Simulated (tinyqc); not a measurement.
Worked calculation: CCSD on RHF in the 6-31g basis, for H2, spin multiplicity 1. One step of it, computed by the program tinyqc.

Problem. CCSD: starting amplitudes. t_ij^ab = <ij||ab> / (e_i + e_j - e_a - e_b), whose energy is MP2.

orbital energies (hartree): MO1 -0.519071, MO2 0.157610, MO3 0.922390, MO4 1.139950

Two-electron integrals over orbitals (pq|rs), unique and non-zero (hartree):
```
(11|11) 0.559372    (21|21) 0.110066    (22|11) 0.440195    (22|22) 0.402275
(31|11) 0.130758    (31|22) 0.069573    (31|31) 0.092456    (32|21) 0.013245
(32|32) 0.038346    (33|11) 0.500783    (33|22) 0.404165    (33|31) 0.118160
(33|33) 0.473625    (41|21) -0.080190   (41|32) -0.050875   (41|41) 0.107645
(42|11) -0.135679   (42|22) -0.073712   (42|31) -0.080973   (42|33) -0.119813
(42|42) 0.082961    (43|21) -0.122698   (43|32) -0.041246   (43|41) 0.124527
(43|43) 0.176556    (44|11) 0.560089    (44|22) 0.447755    (44|31) 0.166773
(44|33) 0.528600    (44|42) -0.160943   (44|44) 0.619686
```

Give: Starting amplitudes; correlation energy.

Solution.

Starting amplitudes (spin orbitals 1a, 1b, ...; amplitudes related by a flip of all spins are not repeated):
```
from      to       t
1a 1b  2a 2b  -0.081
1a 1b  2a 4b   0.034
1a 1b  4a 4b  -0.032
1a 1b  3a 3b  -0.032
```

correlation energy = -0.02092 hartree
